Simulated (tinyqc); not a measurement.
Electron mobility in a silicon inversion layer, empirical terms and Matthiessen rule: effect of the interlayer thickness.

Inversion layer of sheet density Ns on a uniformly doped body, under a high-permittivity gate with an interlayer. The mobility terms are empirical power laws with prefactors chosen for the exercise; adding their inverses (Matthiessen) is itself an approximation.

ni = sqrt(Nc Nv) exp(-Eg/(2 Vt)), Eg in volts; Ndep = sqrt(2 eps0 eps_r Nb (2 Vt ln(Nb/ni) + Vsb)/q); E = q (Ndep + eta Ns)/(eps0 eps_r), in MV/cm. With t = T/(300 K): muC = Ac (Ns/1e12 cm^-2) t/(Nb/1e17 cm^-3 + Nit/1e11 cm^-2), muP = Ap E^(-1/3) t^(-1.75), muS = As E^(-gs), muR = Ar exp(2 ti/lr)/t; 1/mu is the sum of the inverses.

Parameters, values chosen for the exercise; material values close to those of silicon: temperature T = 400 K; band gap Eg = 1.12 eV; relative permittivity of the semiconductor eps_r = 11.8; conduction-band density of states at T Nc = 4.39e19 cm^-3; valence-band density of states at T Nv = 4.03e19 cm^-3; body doping Nb = 8.5e17 cm^-3; reverse body bias Vsb = 0 V; weight of the inversion charge in the effective field eta = 0.5; phonon-limited mobility at 1 MV/cm and 300 K Ap = 435 cm^2/(V s); roughness-limited mobility at 1 MV/cm As = 1140 cm^2/(V s); exponent of the roughness term gs = 2; Coulomb prefactor Ac = 1800 cm^2/(V s); charge at the interface Nit = 1.2e11 cm^-2; remote-phonon mobility without interlayer Ar = 180 cm^2/(V s); decay length of remote phonons lr = 0.9 nm; inversion density Ns = 8e11 cm^-2.

Constants: q = 1.602176634e-19 C, kB = 1.380649e-23 J/K, Vt = kB T/q, eps0 = 8.8541878128e-14 F/cm where lengths are in cm. Results are converted to the units shown.

The same in every row: E (MV/cm) = 0.5324; muC (cm^2/(V s)) = 197.9; muP (cm^2/(V s)) = 324.4; muS (cm^2/(V s)) = 4023.

Effect of the interlayer thickness:
```
ti (nm),muR (cm^2/(V s)),mu (cm^2/(V s))
0.2,210.5,76.15
0.4,328.4,87.50
0.6,512.1,96.75
0.8,798.8,103.8
1,1246,108.9
1.2,1943,112.4
1.4,3030,114.8
1.6,4726,116.4
1.8,7371,117.4
```

Read the table: what changes, and by how much?

As ti goes from 0.2 to 1.8 nm, E stays at 0.532 MV/cm and mu rises from 76.1 to 117 cm^2/(V s). The Coulomb term is the smallest in the first and the last row.

Program tinyqc, `OMP_NUM_THREADS=1 python tinyqc.py 2510135 2510136 out.jsonl`; Intel Xeon 2.30GHz, shared host, one thread, about 0.01 s.
